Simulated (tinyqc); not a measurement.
Thickness of the second layer from the transmission.

Inverse problem. A two-layer stack carries the voltage V: F1 = V/(t1 + t2 eps1/eps2), F2 = F1 eps1/eps2; U = phi1 - F1 x in layer 1 and phi2 - F1 t1 - F2 (x - t1) in layer 2. T = exp(-S) at E = 0, C = hbar^2/(2 m0). Each layer adds (2/F) sqrt(m/C) [G(u at its left edge) - G(u at its right edge)] to S, with u = U - E (0 where negative) and G(u) = (2/3) u^1.5. Find t2, known to lie between 0.3 and 6 nm, and F1.

Parameters, values chosen for the exercise: barrier of layer 1 above the emitter Fermi level at zero bias phi1 = 3.24 eV; tunnelling mass of layer 1 m1 = 0.49 m0; thickness of layer 1 t1 = 0.6 nm; relative permittivity of layer 1 eps1 = 3.9; barrier of layer 2 at zero bias phi2 = 1.43 eV; tunnelling mass of layer 2 m2 = 0.19 m0; relative permittivity of layer 2 eps2 = 21.4; voltage across the dielectric V = 0.4 V.

Constants: q = 1.602176634e-19 C, hbar = 1.054571817e-34 J s, m0 = 9.1093837015e-31 kg, hbar^2/(2 m0) = 0.0380998212 eV nm^2. Results are converted to the units shown.

T at E = 0 = 6.7207483e-12

Solution. Over that range S rises steadily with t2, so S = -ln T has one root, found by bisection.

t2 = 3.80 nm
F1 = 3.09 MV/cm

Numbers from tinyqc (`OMP_NUM_THREADS=1 python tinyqc.py 2540042 2540043 out.jsonl`; about 0.03 s on one thread of a shared Intel Xeon 2.30GHz).
